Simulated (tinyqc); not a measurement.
A discretised effective-mass wire between two leads, recursive Green functions: two steps of the calculation.

Finite differences on a grid of step a give a chain with hopping -t, t = C/(m a^2), C = hbar^2/(2 m0), and site energies 2 t + U_i for the N = 6 sites of the device; the semi-infinite leads have site energy 2 t. Each slice is one site, and V = -t couples neighbouring slices.

Inputs (values chosen for the exercise):

| symbol | value | unit | meaning |
|---|---|---|---|
| m | 0.26 | m0 | effective mass |
| a | 0.19 | nm | grid step |
| U | [0, 3, 3, 0, 0, 0] | eV | potential on the sites 1 to N |
| E | 3.385 | eV | energy above the band bottom of the leads |

Constants: q = 1.602176634e-19 C, hbar = 1.054571817e-34 J s, m0 = 9.1093837015e-31 kg, hbar^2/(2 m0) = 0.0380998212 eV nm^2. Results are converted to the units shown.

Problem 1. Forward pass. Forward pass: g_1 = (E - H_1 - Sigma)^(-1), g_i = (E - H_i - V g_(i-1) V^dagger)^(-1), with Sigma also subtracted on the last slice; G_(i,1) = g_i V G_(i-1,1), starting from g_1. H_i is the block of slice i, its site energy.

Sigma = -2.3667181-3.2978625i eV

Find: g_i; G_(i,1) of the forward pass.

Solution 1.

```
site,g_i (1/eV),"G_(i,1) of the forward pass (1/eV)"
1,-0.1436-0.2001i,-0.1436-0.2001i
2,-0.1353-0.0831i,-0.0113-0.1583i
3,-0.1711-0.0426i,0.0195-0.1119i
4,-0.4605-0.1687i,0.1131-0.1959i
5,0.1798-0.1751i,0.0567+0.2233i
6,-0.0800-0.0928i,-0.0657+0.0939i
```

Problem 2. States fed from the left, and the bond current. The full first column follows backwards from c_N = G_(N,1): c_i = G_(i,1)(forward) + g_i V^dagger c_(i+1). The density of states fed by the left lead is Gamma |c_i|^2/(2 pi), and the current on bond i is 2 t Gamma Im(c_(i+1) conj(c_i)) in units of T(E).

```
site,g_i (1/eV),"G_(i,1) of the forward pass (1/eV)"
1,-0.14363549-0.20014639i,-0.14363549-0.20014639i
2,-0.13525827-0.08311656i,-0.01133499-0.15834987i
3,-0.17107238-0.04256126i,0.01948614-0.11191962i
4,-0.46051047-0.16867594i,0.11305621-0.19587073i
5,0.17983631-0.17509898i,0.05668761+0.22334100i
6,-0.07998358-0.09278542i,-0.06571351+0.09386291i
```

Gamma = 6.5957250 eV

Give: c_i; density fed from the left; bond current.

Solution 2.

```
site,c_i (1/eV),density fed from the left (1/eV)
1,0.02791-0.24690i,0.064808
2,0.06204-0.16663i,0.033186
3,0.09028-0.07056i,0.013782
4,0.10996+0.03221i,0.013782
5,0.03794+0.10811i,0.013782
6,-0.06571+0.09386i,0.013782
```

bond current, bond 1 to 5: [0.57114, 0.57114, 0.57114, 0.57114, 0.57114]

The bond current is the same on every bond and equals T(E): the current is conserved.

Numbers from tinyqc (`OMP_NUM_THREADS=1 python tinyqc.py 2660108 2660109 out.jsonl`; about 0.03 s on one thread of a shared Intel Xeon 2.30GHz).
